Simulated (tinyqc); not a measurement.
What moves the results: averaged masses of warped heavy- and light-hole bands. A value that a table varies takes the place of the one given here.

Four-band hole energies E = c k^2 f(u), c = hbar^2/2m0, f = g1 -/+ 2 sqrt(g2^2 + 3 (g3^2 - g2^2) s), s = ux^2 uy^2 + uy^2 uz^2 + uz^2 ux^2 for the unit vector u; minus for heavy, plus for light holes; the mass along u is 1/f.

Grid: n x n midpoints in cos(theta) from 0 to 1 and phi from 0 to pi/2, equal weights. m_d = <f^(-3/2)>^(2/3). Conductivity mass for one scattering time: 1/m_c = <|w|^2 f^(-5/2)>/<f^(-3/2)> with w = grad_k(k^2 f)/(2 k), that is |w|^2 = f^2 + |angular gradient of f|^2/4.

Inputs chosen for the exercise (out of a larger set: near those of Si; not measured data): g1 = 4.28 (Luttinger gamma1); g2 = 0.34 (gamma2); g3 = 1.45 (gamma3).

## Ways to average over directions

Heavy and light m_d on grids of growing n, against n = 160; also the three-direction rule <F> = (10 F[100] + 16 F[110] + 9 F[111])/35 and the spherical masses 1/(g1 (1 -/+ mu)), mu = (6 g3 + 4 g2)/(5 g1).

Masses (m0):
```
method             heavy   light  error heavy (%)  error light (%)
grid n = 1        0.7135  0.1397            36.82            -9.94
grid n = 2        0.5359  0.1506             2.77            -2.90
grid n = 3        0.5289  0.1528             1.43            -1.48
grid n = 5        0.5239  0.1541             0.47            -0.68
grid n = 10       0.5222  0.1547             0.13            -0.24
grid n = 160      0.5215  0.1551             0.00             0.00
three directions  0.5417  0.1615             3.87             4.14
spherical         0.4409  0.1589           -15.45             2.46
[100] alone       0.2778  0.2016           -46.73            29.97
```

The heavy mass is within 1 % from grid n = 5 on. Three directions err by +3.87 %, the spherical form by -15.45 % and [100] alone by -46.7 %; for light holes the same three err by +4.14, +2.46 and +30.0 %. The power -3/2 weights the heavy directions near [111], which a mean of f misses.

## Cyclotron masses against the field direction

For the central orbit m_cyc is the mean of 1/f(u) over the directions u normal to B (360 points on the circle). B lies in the (1-10) plane at the angle from [001]; 54.7 degrees is [111], 90 is [110].

Masses (m0):
```
angle (degrees)   heavy   light
0.0              0.4194  0.1679
15.0             0.4480  0.1621
30.0             0.5131  0.1532
45.0             0.5644  0.1478
54.7             0.5729  0.1467
70.0             0.5627  0.1490
90.0             0.5495  0.1544
```

The heavy mass is smallest at 0 and largest at 54.7 degrees of the angles listed, a spread of 37 %; the light mass varies by 14.4 %. The orbit normal to [001] has s between 0 and 1/4, the orbit normal to [111] has s = 1/4 all round, which gives 1/(g1 - sqrt(g2^2 + 3 g3^2)) = 0.5729. This is the classical limit; low Landau levels of holes depart from it.

## Several materials

The inputs are values chosen for the exercise; n = 40; delta = (g3 - g2)/g1.

Results:
```
case            g1    g2    g3  m_d heavy  m_c heavy  m_d light  delta
A near GaAs   6.93  2.05  2.94      0.635      0.484     0.0824  0.128
B near Ge    13.33  4.24  5.68      0.351      0.278     0.0424  0.108
C near GaP    4.05  0.49  1.25      0.506      0.444     0.1662  0.188
D near AlAs   3.78  0.82  1.43      0.783      0.641     0.1617  0.161
E near InAs  20.14  8.54  9.17      0.446      0.409     0.0263  0.031
F near GaSb  13.35  4.67  5.99      0.464      0.338     0.0411  0.099
```

Heavy masses span a factor of 2.2 and light ones 6.3: the coupling to the conduction band adds to g1, 2 g2 and 2 g3 alike, so it cancels for heavy holes and doubles for light ones. The ratio m_c/m_d of the heavy holes is lowest for F (0.73); delta is largest for C; the heavy band feels the warping rather through (g3 - g2)/(g1 - 2 g3), which runs from 0.35 to 0.96 here and is 0.96 for the case with the lowest ratio.

## What each parameter does

n = 40. Each row changes one parameter from the base and keeps the others.

Results:
```
case        m_d heavy (m0)  m_c heavy (m0)  m_d light (m0)  m_c light (m0)
base                0.5215          0.4148          0.1551          0.1493
g1 = 4.152          0.5613          0.4347          0.1583          0.1521
g2 = 0.33           0.5210          0.4137          0.1552          0.1493
g3 = 1.494          0.5436          0.4204          0.1536          0.1475
```

The largest shifts from the base row, up to three for each result and ties (the steps differ in size, so this ranks the rows, not the parameters). m_d heavy (m0): g1 +0.0398, g3 +0.0220, g2 -0.0005. m_c heavy (m0): g1 +0.0199, g3 +0.0056, g2 -0.0011. m_d light (m0): g1 +0.0032, g3 -0.0014, g2 +0.0001. m_c light (m0): g1 +0.0028, g3 -0.0017; unchanged at the printed digits by g2.

tinyqc: `OMP_NUM_THREADS=1 python tinyqc.py 1051307 1051308 out.jsonl`; about 0.01 s, one thread, shared Intel(R) Xeon(R) Processor @ 2.30GHz.
